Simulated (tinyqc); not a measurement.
Floating body of a partially depleted SOI transistor: body voltage and kink: one step of the calculation.

Source at 0 V. Channel current Ic = 2 nf K Vt^2 [F(0) - F(Vd)](1 + la Vd), F(V) = ln^2(1 + exp((Vg - VT - nf V)/(2 nf Vt))), VT = VT0 - gb Vb. Saturation voltage Vs = 2 Vt sqrt(F(0)) + 3 Vt, excess Ve = (Vd - Vs + sqrt((Vd - Vs)^2 + 0.0004 V^2))/2, multiplication M1 = Ai Ve exp(-Bl/Ve). Each junction passes D(v) = J1 (exp(v/Vt) - 1) + J2 (exp(v/(2 Vt)) - 1). Bipolar current Ib = bb J1 (exp(Vb/Vt) - 1). The body settles where M1 (Ic + Ib) = D(Vb) + D(Vb - Vd) + Vb/Rb; drain current Id = (1 + M1)(Ic + Ib) - D(Vb - Vd).

Problem. Drain current with floating and with grounded body. Id and VT at the converged Vb, Id at Vb = 0, their ratio, and the bipolar share Ib/(Ic + Ib).

Inputs (values chosen for the exercise); values of the order met in partially depleted silicon-on-insulator transistors: temperature T = 398 K; threshold at zero body voltage VT0 = 0.43 V; fall of the threshold per volt of body voltage gb = 0.32; slope factor nf = 1.38; gain factor per width K = 230 uA/(V^2 um); channel-length modulation factor la = 0.03 1/V; impact-ionisation prefactor Ai = 1.89 1/V; impact-ionisation voltage Bl = 5.5 V; diffusion saturation current of each junction J1 = 4.7e-9 uA/um; recombination saturation current of each junction J2 = 6.5e-8 uA/um; gain of the lateral bipolar transistor on the diffusion current bb = 3; resistance of a weak body tie to the source (1e9 stands for no tie, and the term is then dropped) Rb = 1e9 kohm um; gate voltage Vg = 0.49 V; drain voltage Vd = 1.6 V.

Constants: q = 1.602176634e-19 C, kB = 1.380649e-23 J/K, Vt = kB T/q. Results are converted to the units shown.

converged Vb = 0.60965515 V

Wanted: VT; Id, floating; Id, grounded; ratio; bipolar share.

Solution.

VT = 0.23491 V
Id, floating = 6.9488 uA/um
Id, grounded = 0.92817 uA/um
ratio = 7.4866
bipolar share = 11.039 %

The body rises to 0.610 V and lowers the threshold by 195 mV.

Range of the model: The multiplication law is an empirical form chosen for the exercise; self-heating and capacitive coupling to the body are left out, and the linear laws are rough once Vb passes about 0.7 V or M1 about 0.1.

Numbers from tinyqc (`OMP_NUM_THREADS=1 python tinyqc.py 2182026 2182027 out.jsonl`; about 0.2 s on one thread of a shared Intel Xeon 2.30GHz).
